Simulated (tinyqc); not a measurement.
Kinetic Monte Carlo and master equation for a particle on a ring of sites with traps and bias: one step, computed by the program tinyqc. Command: `OMP_NUM_THREADS=1 python tinyqc.py 3028678 3028679 out.jsonl kmc walk`. One thread of a shared host (Intel(R) Xeon(R) Processor @ 2.30GHz), about 0.09 s of CPU time with the checks.

5 sites on a ring, numbered 1 to 5. The saddle between i and i+1 lies at E0 + s b_i and site i at s eps_i; a force F tilts the landscape, with the saddle half-way.

Question. Steady state. Master equation dP/dt = W P, W_(i+1,i) = k right, W_(i-1,i) = k left, columns summing to zero. The steady state is its null vector; drift v = a sum P_i (k right - k left). D = a^2 lambda''(0)/2, where lambda(q) is the leading eigenvalue of W with right hops weighted by exp(q) and left hops by exp(-q). The slowest relaxation rate is minus the real part of the next eigenvalue of W. 1 angstrom = 1e-8 cm.

Inputs (values chosen for the exercise, for a model defect): temperature T = 530 K; site spacing a = 3 angstrom.

Disorder: both.

Rates, shares of right hops and mean stays:
```
site  k right (1/s)  k left (1/s)  share right  mean stay (s)
1            509617       1210181    0.2963239   5.814635e-07
2             94417         73400    0.5626185   5.958872e-06
3            190256        261348    0.4212895   2.214329e-06
4           3577228        781034    0.8207923   2.294493e-07
5            264225        291584    0.4753877   1.799178e-06
```

Constants: k_B = 8.617333262e-05 eV/K.

Give: occupations P_i; drift velocity v; diffusivity D; slowest relaxation rate.

Answer.

occupations P_i: 0.0698  0.4279  0.1387  0.0285  0.3352

drift velocity v = 6.218e-04 cm/s

diffusivity D = 1.900e-10 cm^2/s

slowest relaxation rate = 1.847e+05 1/s
